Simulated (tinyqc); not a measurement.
# Floating body of a partially depleted SOI transistor: body voltage and kink: two studies

Source at 0 V. Channel current Ic = 2 nf K Vt^2 [F(0) - F(Vd)](1 + la Vd), F(V) = ln^2(1 + exp((Vg - VT - nf V)/(2 nf Vt))), VT = VT0 - gb Vb. Saturation voltage Vs = 2 Vt sqrt(F(0)) + 3 Vt, excess Ve = (Vd - Vs + sqrt((Vd - Vs)^2 + 0.0004 V^2))/2, multiplication M1 = Ai Ve exp(-Bl/Ve). Each junction passes D(v) = J1 (exp(v/Vt) - 1) + J2 (exp(v/(2 Vt)) - 1). Bipolar current Ib = bb J1 (exp(Vb/Vt) - 1). The body settles where M1 (Ic + Ib) = D(Vb) + D(Vb - Vd) + Vb/Rb; drain current Id = (1 + M1)(Ic + Ib) - D(Vb - Vd).

Values chosen for this exercise; values of the order met in partially depleted silicon-on-insulator transistors:
- T = 300 K (temperature)
- VT0 = 0.36 V (threshold at zero body voltage)
- gb = 0.23 (fall of the threshold per volt of body voltage)
- nf = 1.43 (slope factor)
- K = 160 uA/(V^2 um) (gain factor per width)
- la = 0.02 1/V (channel-length modulation factor)
- Ai = 3.75 1/V (impact-ionisation prefactor)
- Bl = 4.4 V (impact-ionisation voltage)
- J1 = 4.3e-13 uA/um (diffusion saturation current of each junction)
- J2 = 2.6e-9 uA/um (recombination saturation current of each junction)
- bb = 1 (gain of the lateral bipolar transistor on the diffusion current)
- Rb = 1e9 kohm um (resistance of a weak body tie to the source (1e9 stands for no tie, and the term is then dropped))
- Vg = 0.33 V (gate voltage)
- Vd = 1.2 V (drain voltage)

Constants: q = 1.602176634e-19 C, kB = 1.380649e-23 J/K, Vt = kB T/q. Results are converted to the units shown.

Each table varies one quantity; the others keep the values above.

## Output curve and kink

Rows with more than one solution for Vb (latch) are left out; dId/dVd by a forward difference over 1e-4 V, swing = 1e-4 V over the change of log10 Id; M1 under 1e-12 is printed as 0.

Output curve and kink:

| Vd (V) | Vb (V) | M1 | Id, floating (uA/um) | Id, grounded (uA/um) | ratio | dId/dVd, floating (uS/um) | dId/dVd, grounded (uS/um) |
|---|---|---|---|---|---|---|---|
| 0.6 | 0.4706 | 1.017e-4 | 0.5692 | 0.08075 | 7.049 | 1.529 | 0.002017 |
| 0.8 | 0.5729 | 0.002474 | 0.8006 | 0.08142 | 9.833 | 0.9255 | 0.005607 |
| 1 | 0.6270 | 0.01584 | 0.9722 | 0.08338 | 11.66 | 0.8532 | 0.01493 |
| 1.2 | 0.6626 | 0.05333 | 1.166 | 0.08774 | 13.29 | 1.148 | 0.02945 |
| 1.4 | 0.6891 | 0.1262 | 1.461 | 0.09537 | 15.31 | 1.891 | 0.04720 |
| 1.6 | 0.7112 | 0.2411 | 1.976 | 0.1067 | 18.52 | 3.471 | 0.06632 |
| 1.8 | 0.7320 | 0.4003 | 2.993 | 0.1219 | 24.55 | 7.350 | 0.08556 |
| 2 | 0.7549 | 0.6028 | 5.511 | 0.1409 | 39.12 | 21.27 | 0.1042 |
| 2.2 | 0.7903 | 0.8445 | 17.76 | 0.1635 | 108.6 | 171.6 | 0.1218 |

Read the table: what changes, and by how much?

Vb rises from 0.471 to 0.790 V and the ratio of the currents rises from 7.05 to 109. The output conductance with a floating body exceeds the grounded value by the largest factor among the rows, 1410, at Vd = 2.2 V, where Vb = 0.790 V and M1 = 0.845.

## Transfer curve and swing

Same model as above.

Transfer curve and swing:

| Vg (V) | Vb (V) | M1 | Id, floating (uA/um) | Id, grounded (uA/um) | ratio | swing, floating (mV/decade) | swing, grounded (mV/decade) |
|---|---|---|---|---|---|---|---|
| -0.09 | 0.2976 | 0.08344 | 1.116e-5 | 1.753e-6 | 6.365 | 59.15 | 85.35 |
| 0.01 | 0.4527 | 0.08288 | 4.419e-4 | 2.601e-5 | 16.99 | 67.41 | 85.51 |
| 0.11 | 0.5480 | 0.08034 | 0.01069 | 3.792e-4 | 28.19 | 78.04 | 86.58 |
| 0.21 | 0.6157 | 0.07202 | 0.1468 | 0.005168 | 28.41 | 103.3 | 90.59 |
| 0.31 | 0.6571 | 0.05674 | 0.8912 | 0.05696 | 15.65 | 163.3 | 104.2 |
| 0.41 | 0.6778 | 0.04020 | 2.745 | 0.3942 | 6.964 | 257.9 | 140.8 |
| 0.51 | 0.6866 | 0.02650 | 5.768 | 1.522 | 3.791 | 371.2 | 210.2 |
| 0.61 | 0.6883 | 0.01634 | 9.881 | 3.775 | 2.617 | 490.6 | 305.9 |
| 0.71 | 0.6848 | 0.009328 | 15.04 | 7.197 | 2.089 | 610.6 | 414.8 |

Read the table: what changes, and by how much?

Vb goes from 0.298 through a maximum of 0.688 (at Vg = 0.61 V among the rows listed) to 0.685 V. The smallest swing among the rows is 59.2 mV a decade with a floating body (at Vg = -0.09 V) and 85.3 with a grounded one; Vt ln 10 = 59.5. The floating swing is smaller by more than 3 % for Vg = -0.09, 0.01, 0.11 V, where the rising Vb lowers the threshold as Vg rises. In the first row the floating body raises the current by a factor of 6.37.

Range of the model: The multiplication law is an empirical form chosen for the exercise; self-heating and capacitive coupling to the body are left out, and the linear laws are rough once Vb passes about 0.7 V or M1 about 0.1.

Numbers from tinyqc (`OMP_NUM_THREADS=1 python tinyqc.py 2182225 2182226 out.jsonl`; about 0.2 s on one thread of a shared Intel Xeon 2.30GHz).
